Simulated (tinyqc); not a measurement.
Frequency dispersion of an accumulation capacitance by border traps, distributed model: one step of the calculation.

Traps spread evenly through the insulator exchange electrons with the semiconductor by tunnelling, with tau(x) = t0 exp(2 ka x) at depth x from the interface. The admittance per area Y seen at depth x obeys dY/dx = -Y^2/(i w eps0 eox) + q Nb ln(1 + i w tau)/tau, with Y(0) = i w Cs and w = 2 pi f; the gate sees Y(tox) = G + i w C. Working variable y = Y/(i w), in uF/cm^2. Cox = eps0 eox/tox.

Question. Scales and lumped estimate. Cox; trap-free value 1/(1/Cox + 1/Cs); response depth d = ln(1/(w t0))/(2 ka), where w tau = 1; lumped estimate: all traps within d act as C_bt = q Nb d placed at d/2, so C = 1/{1/[1/(1/Cs + d/(2 eps0 eox)) + C_bt] + (tox - d/2)/(eps0 eox)}.

Inputs (values chosen for the exercise); permittivity close to that of hafnium oxide: relative permittivity of the insulator eox = 19.5; insulator thickness tox = 7.9 nm; semiconductor capacitance in accumulation Cs = 1.9 uF/cm^2; density of border traps Nb = 6.9e19 cm^-3 eV^-1; decay constant of the wave function in the insulator ka = 4.1 1/nm; time constant of a trap at the interface t0 = 4e-11 s; frequency f = 1e6 Hz.

Constants: q = 1.602176634e-19 C, eps0 = 8.8541878128e-14 F/cm where lengths are in cm. Results are converted to the units shown.

Wanted: Cox; trap-free C; d; C_bt; lumped C.

Answer.

Cox = 2.1855 uF/cm^2
trap-free C = 1.0164 uF/cm^2
d = 1.0108 nm
C_bt = 1.1175 uF/cm^2
lumped C = 1.2969 uF/cm^2

The traps within reach amount to 0.588 Cs and lie in the first 12.8 % of the insulator.

tinyqc, about 0.5 s, one thread, Intel Xeon 2.30GHz (shared host): `OMP_NUM_THREADS=1 python tinyqc.py 2202083 2202084 out.jsonl`
